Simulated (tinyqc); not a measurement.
Cell size and critical density at another thickness.

Problem. In the cell model of oxide breakdown (cubic cells of edge a, defect density growing as t^al) the Weibull slope is beta = al tox/a, and for small l the critical density is N_bd = a^(-3) (A/a^2)^(-a/tox). Find a from the slope, and then the area A and the slope at 4.8 nm.

Parameters, values chosen for the exercise: exponent of defect growth al = 0.45.

Weibull slope at a thickness of 3.6 nm = 2.7
N_bd there, small-l form = 6.2407692e20 cm^-3

Answer. a = al tox/beta, and A = a^2 (a^3 N_bd)^(-tox/a).

a = 0.600 nm
A = 0.0600 um^2
slope = 3.60

Program tinyqc, `OMP_NUM_THREADS=1 python tinyqc.py 2070143 2070144 out.jsonl`; Intel Xeon 2.30GHz, shared host, one thread, about 0.01 s.
